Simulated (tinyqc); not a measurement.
Inside a calculation: deep level with several charge states, and Shockley-Read-Hall recombination. Values are carried at full precision from step to step, so a last printed digit may differ when a step is redone from the rounded ones.

Energies from Ev. The defect has charge states +1, 0, -1 with weights 1, gm exp((EF - E1)/kT), exp((2 EF - E1 - E2)/kT); the shares are the weights over their sum. Boltzmann carriers: n = Nc exp((EF - Eg)/kT), p = Nv exp(-EF/kT). Neutrality: p - n + Nd + Nt <q> = 0.

Constants: kB = 8.617333262e-05 eV/K.

Parameters, chosen for this exercise (gap and densities of states near those of Si at this temperature; not measured data): Eg = 1.094 eV (gap); Nc = 5.15e+19 1/cm^3 (conduction-band density of states); Nv = 2.04e+19 1/cm^3 (valence-band density of states); T = 450 K; E1 = 0.647 eV (level (+1/0) above Ev); E2 = 0.45 eV (level (0/-1) above Ev); gm = 2 (degeneracy of the middle state, the others 1); Nt = 9.6e+15 1/cm^3 (defects); Nd = -1.2e+17 1/cm^3 (ionised shallow donors minus acceptors); E_try = 0.867 eV (trial Fermi level); Et = 0.647 eV (recombination level above Ev); sn = 2.3e-15 cm^2 (electron capture cross-section); sp_ = 2.3e-15 cm^2 (hole capture cross-section); vth = 14000000 cm/s (thermal velocity, both carriers); Nm = 9.6e+16 1/cm^3 (equilibrium holes for the lifetime steps); dn = 1.6e+12 1/cm^3 (excess pairs).

## Charge states at a trial Fermi level

Form the exponents, the shares, the mean charge and the residual of neutrality at EF = E_try.

exponents of the second and third weights: 5.673  16.427

shares: +1 0.0000, 0 0.0000, -1 1.0000

<q> = -1.0000

n, p (1/cm^3): 1.48e+17  3.98e+09

residual = -2.77e+17 1/cm^3

The residual is negative, so EF must fall.

## The neutral state

Solve for EF.

EF = 0.2024 eV

shares at EF: +1 1.000, 0 0.000, -1 0.000

n = 5.32e+09 1/cm^3
p = 1.10e+17 1/cm^3

Without the defects the majority density would be 1.20e+17 1/cm^3; with them the density of these carriers is 1.10e+17, so they compensate part of the doping. Most defects are in the state +1. The level order is inverted (negative U), so the middle state is never the most common.

## Recombination through one level

One level at Et with degeneracy 1: tn = 1/(sn vth Nt), tp = 1/(sp_ vth Nt), n1 = Nc exp((Et - Eg)/kT), p1 = Nv exp(-Et/kT), ni^2 = n1 p1. Equilibrium p0 = Nm, n0 = ni^2/Nm; n = n0 + dn, p = p0 + dn. U = (n p - ni^2)/(tp (n + n1) + tn (p + p1)), lifetime dn/U; emission rates en = sn vth n1, ep = sp_ vth p1.

Evaluate each quantity.

tn, tp (microsecond): 0.003235  0.003235

n1, p1 (1/cm^3): 5.08e+14  1.16e+12

U = 4.92e+20 1/(cm^3 s)
lifetime = 0.00325 microsecond

The lifetime is 1.005 times the minority capture time tn and 0.503 times tn + tp, the limit of high injection.

## Emission and generation in a depleted region

With n = p = 0 the level generates pairs at G = Nt en ep/(en + ep); generation lifetime tg = ni/G; current density e G W for a width W = 1 micrometre, e = 1.602176634e-19 C.

en, ep (1/s): 1.63e+07  3.73e+04

G = 3.57e+20 1/(cm^3 s)
tg = 0.0679 microsecond
current density = 0.00572 A/cm^2

The slower step, hole emission, limits the rate: en/ep = 439.

## Checks

- U against hole capture minus emission at the steady occupation of the level (1/(cm^3 s)): both 4.920e+20.

Run: tinyqc, `OMP_NUM_THREADS=1 python tinyqc.py 1680510 1680511 out.jsonl`; Intel(R) Xeon(R) Processor @ 2.30GHz, one thread, shared host; about 0.01 s of CPU time with all checks.
